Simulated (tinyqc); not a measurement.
MESFET, gradual channel with velocity saturation: one step of the calculation.

A uniformly doped n-type channel, depleted from the top by a Schottky gate; at channel potential V the depleted share of a is u = sqrt((Vbi - Vg + V)/Vp), s at the source. Electrons drift with v = mu E/(1 + mu E/vsat). Abrupt depletion edge, no series resistance, source at 0.

Question. Saturation voltage, current and transconductance. Vdsat = Vp (um^2 - s^2); Isat = (G0 Vp/Z)(1 - um), which is q Nd vsat a W (1 - um); gm = G0 (um - s)/(1 + Z (um^2 - s^2)). For Z = 0: Vdsat = Vp (1 - s^2), Isat = (G0 Vp/3)(1 - 3 s^2 + 2 s^3), gm = G0 (1 - s).

um = 0.94626618
Vp = 2.6940078 V
G0 = 107.88737 mS
Z = 12.871371
s = 0.87819284

Wanted: Vdsat; Isat; gm; Vdsat for Z = 0; Isat for Z = 0; gm for Z = 0.

Answer.

Vdsat = 0.33459 V
Isat = 1.2134 mA
gm = 2.8263 mS
Vdsat for Z = 0 = 0.61633 V
Isat for Z = 0 = 3.9622 mA
gm for Z = 0 = 13.141 mS

The current saturates with 5.37 % of the channel still open at the drain, at 0.306 of the constant-mobility current.

Program tinyqc, `OMP_NUM_THREADS=1 python tinyqc.py 2500025 2500026 out.jsonl`; Intel Xeon 2.30GHz, shared host, one thread, about 0.04 s.
